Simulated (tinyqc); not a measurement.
## Threshold and carrier lifetime from two turn-on delays

Inverse problem. With a constant carrier lifetime tau, a current step from 0 to I reaches threshold after td = tau ln(I/(I - Ith)). Find Ith and tau.

turn-on delay for steps from 0 to 53 and to 110 mA (ns): [2.3758243, 0.84258295]

Answer. The ratio of the delays holds no tau and rises steadily with Ith, so it has one root below the smaller current.

Ith = 35.0 mA
tau = 2.20 ns

Program tinyqc, `OMP_NUM_THREADS=1 python tinyqc.py 2840114 2840115 out.jsonl`; Intel Xeon 2.30GHz, shared host, one thread, about 0.01 s.
